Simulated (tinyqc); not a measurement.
What moves the results: Slater-Koster d bands of an fcc metal. A value that a table varies takes the place of the one given here.

Slater-Koster d bands. For a bond with direction cosines (l, m, n) the 5 x 5 block is dds Ps + ddp Pp + ddd (1 - Ps - Pp), the projectors on sigma, pi and delta states about the bond; for instance <xy|xy> = 3 l^2 m^2 dds + (l^2 + m^2 - 4 l^2 m^2) ddp + (n^2 + l^2 m^2) ddd, <xy|yz> = 3 l m^2 n dds + l n (1 - 4 m^2) ddp + l n (m^2 - 1) ddd and <3z2-r2|3z2-r2> = (n^2 - (l^2 + m^2)/2)^2 dds + 3 n^2 (l^2 + m^2) ddp + (3/4)(l^2 + m^2)^2 ddd. H(k) sums the blocks times cos(k.R) over the neighbours; the d level is the zero of energy; k in 2 pi/a.

Neighbours: twelve at (a/2)(1,1,0) and equivalents.

Mesh: k = f1 b1 + f2 b2 + f3 b3 with fractions (j + 1/2)/N, j = 0 to N - 1, and b = (-1,1,1), (1,-1,1), (1,1,-1) for fcc, (0,1,1), (1,0,1), (1,1,0) for bcc, unit vectors for simple cubic. The lowest Nd/10 of all levels are filled with two electrons each; the bond energy is their sum per atom.

Parameters, chosen for this exercise (of the size met in Ir; the results hold for these values, not for the real material): dds = -1.083 eV (dd sigma); ddp = 0.596 eV (dd pi); ddd = -0.184 eV (dd delta); N = 10 (mesh); f2 = 0.487 (factor for second neighbours in bcc).

## Band filling: full bands against the rectangular model

W = sqrt(12 mu2) with mu2 the mean square level on the mesh; rectangular model: Fermi level W (Nd/10 - 1/2), bond energy -W Nd (10 - Nd)/20. The Fermi level of the mesh is the highest filled level.

Per atom (eV):

| Nd | EF, bands | bond energy, bands | EF, rectangle | bond energy, rectangle |
|---|---|---|---|---|
| 1 | -2.839 | -3.491 | -2.998 | -3.373 |
| 2 | -2.295 | -6.059 | -2.249 | -5.997 |
| 3 | -1.525 | -7.983 | -1.499 | -7.871 |
| 4 | -0.826 | -9.187 | -0.750 | -8.995 |
| 5 | 0.137 | -9.516 | 0.000 | -9.370 |
| 6 | 1.011 | -8.944 | 0.750 | -8.995 |
| 7 | 1.626 | -7.596 | 1.499 | -7.871 |
| 8 | 2.185 | -5.682 | 2.249 | -5.997 |
| 9 | 2.832 | -3.122 | 2.998 | -3.373 |

W = 7.496 eV
full width on the mesh = 8.527 eV

The bond energy is deepest at Nd = 5 (-9.516 eV); the rectangle has its minimum at 5. The two differ most at Nd = 8, by 0.314 eV or 3 % of the deepest value: the second moment fixes the parabola, and higher moments the rest. At Nd = 3 and 7 the bands give -7.983 and -7.596 eV, a skew towards less than half filling.

## Which lattice a d-band metal prefers

fcc has twelve neighbours, bcc eight and six (the six times f2), simple cubic six. The integrals of bcc and sc are scaled so that all three have the second moment of fcc, which stands for equal repulsion (structural energy difference theorem). s and p electrons are left out.

Bond energy per atom:

| Nd | fcc (eV) | bcc - fcc (meV) | sc - fcc (meV) |
|---|---|---|---|
| 1 | -3.491 | 226 | -215 |
| 2 | -6.059 | 168 | -64 |
| 3 | -7.983 | -142 | 294 |
| 4 | -9.187 | -427 | 643 |
| 5 | -9.516 | -15 | 702 |
| 6 | -8.944 | 363 | 401 |
| 7 | -7.596 | 383 | -93 |
| 8 | -5.682 | 175 | -441 |
| 9 | -3.122 | -125 | -584 |

scale factors: bcc 1.1285, sc 1.4142

mu3/mu2^1.5: fcc -0.141, bcc -0.138, sc 0.000

mu4/mu2^2: fcc 1.786, bcc 1.675, sc 2.419

largest change of a difference when N is raised to 14 = 23 meV

fcc is lowest for Nd = 6. bcc is lowest for Nd = 3, 4 and 5. sc is lowest for Nd = 1, 2, 7, 8 and 9. bcc gains most on fcc at Nd = 4 (-427 meV). A small fourth moment marks a two-peaked band, which tends to favour fillings near one half; bcc has -6 % against fcc, and at Nd = 5 it lies -15 meV from fcc (differences of a few tens of meV are within the error of the mesh; hcp is left out, and this d-only model can miss the lattice of the real metal). The third moments, from three-membered rings, skew the bands. That simple cubic wins anywhere comes from keeping d bands and equal second moments alone; no transition metal takes it. Differences below about 23 meV are within the error of this mesh, and the s and p electrons left out weigh most where the d band is nearly empty or full.

## What each integral does

Levels at Gamma, E(t2g) = 3 dds + 4 ddp + 5 ddd, E(eg) = 1.5 dds + 6 ddp + 4.5 ddd, and W = sqrt(12 mu2), the width of a rectangular band with the same second moment mu2 = z (dds^2 + 2 ddp^2 + 2 ddd^2)/5, z = 12. Each row changes one parameter from the base and keeps the others.

Results:

| case | t2g (eV) | eg (eV) | W (eV) |
|---|---|---|---|
| base | -1.7850 | 1.1235 | 7.4960 |
| dds = -0.9205 eV | -1.2975 | 1.3673 | 6.8420 |
| ddp = 0.5066 eV | -2.1426 | 0.5871 | 7.1072 |
| ddd = -0.2116 eV | -1.9230 | 0.9993 | 7.5378 |

The largest shifts from the base row, up to three for each result and ties (the steps differ in size, so this ranks the rows, not the parameters). t2g (eV): dds +0.4875, ddp -0.3576, ddd -0.1380. eg (eV): ddp -0.5364, dds +0.2437, ddd -0.1242. W (eV): dds -0.6540, ddp -0.3888, ddd +0.0418. The ratio of the shifts of t2g and eg names the integral: 3 : 1.5 for dds, 4 : 6 for ddp, 5 : 4.5 for ddd.

Run: tinyqc, `OMP_NUM_THREADS=1 python tinyqc.py 1450569 1450570 out.jsonl`; Intel(R) Xeon(R) Processor @ 2.30GHz, one thread, shared host; about 0.06 s of CPU time with all checks.
